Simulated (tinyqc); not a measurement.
Comparisons within one model: cyclotron resonance of ellipsoidal valleys, Si type. A value that a table varies takes the place of the one given here.

Valleys along [100], [010], [001] (each with its opposite partner), mass ml along the axis and mt across it. B lies in the (1-10) plane, b = (sin(theta)/sqrt2, sin(theta)/sqrt2, cos(theta)). For the angle phi between B and the axis, 1/mc^2 = cos^2(phi)/mt^2 + sin^2(phi)/(mt ml). Resonance: h nu = 2 muB B/mc, h = 2 pi hbar.

Constants: hbar = 6.58211957e-16 eV s; muB = 5.788381798e-05 eV/T.

Parameters, chosen for this exercise (near those of Si; shifted at random, so the results belong to these values and not to a real crystal):
```
symbol  value                        unit     meaning
ml      0.885                        m0       longitudinal mass
mt      0.19                         m0       transverse mass
ths     (0, 20, 35, 50, 65, 80, 90)  degrees  angles
g1      4.28                                  Luttinger gamma1
g2      0.34                                  gamma2
g3      1.44                                  gamma3
theta   27                           degrees  angle of B from [001] towards [110]
nu      24                           GHz      microwave frequency
```

## Rotating the field

mc against theta; [100] and [010] stay equal in this plane.

Cyclotron masses (m0):
```
theta (degrees)   [100]   [001]
0                0.4101  0.1900
20               0.3722  0.1994
35               0.3240  0.2206
50               0.2848  0.2588
65               0.2592  0.3189
80               0.2462  0.3892
90               0.2438  0.4101
```

All valleys give one line at theta = 54.7 degrees, B along [111], with mc = 0.2753. The [001] pair goes from mt to sqrt(ml mt), a factor 2.16; the other four only fall from sqrt(ml mt) to 0.2438, since their angle to B never drops below 45 degrees.

## Heavy and light holes (cyclotron masses of warped hole bands)

E = c k^2 f(n) with f = g1 -/+ 2 sqrt(g2^2 + 3 (g3^2 - g2^2)(nx^2 ny^2 + ny^2 nz^2 + nz^2 nx^2)). For the orbit through k = 0 perpendicular to b = (sin(theta)/sqrt2, sin(theta)/sqrt2, cos(theta)), mc is the mean of 1/f over the directions n in that plane (180 evenly spaced angles). Quantum effects of the lowest levels are left out.

Cyclotron masses (m0):
```
theta (degrees)   heavy   light
0                0.4170  0.1682
20               0.4643  0.1593
35               0.5297  0.1513
50               0.5655  0.1474
65               0.5618  0.1482
80               0.5481  0.1526
90               0.5439  0.1547
```

The heavy mass varies by 36 % over the table, with its largest listed value at 50 degrees ([111] lies at 54.7) and its smallest at 0; the light mass varies by 14.1 %. The warping term enters both with the same size, but it is set against a small inverse mass in one and a large one in the other (along [111], g1 - 2 g3 = 1.40 and g1 + 2 g3 = 7.16).

## What each parameter does

Resonance fields B = h nu mc/(2 muB) of the valleys [100] and [001]. Each row changes one parameter from the base and keeps the others.

Results:
```
case                [100] (T)  [001] (T)
base                   0.2996     0.1779
ml = 1.018 m0          0.3132     0.1786
mt = 0.171 m0          0.2789     0.1606
theta = 23 degrees     0.3108     0.1736
nu = 26.4 GHz          0.3296     0.1957
```

The largest shifts from the base row, up to three for each result and ties (the steps differ in size, so this ranks the rows, not the parameters). [100] (T): nu +0.0300, mt -0.0207, ml +0.0136. [001] (T): nu +0.0178, mt -0.0174, theta -0.0043.

Program tinyqc; command `OMP_NUM_THREADS=1 python tinyqc.py 1250379 1250380 out.jsonl`; about 0.01 s on one thread of a shared Intel(R) Xeon(R) Processor @ 2.30GHz.
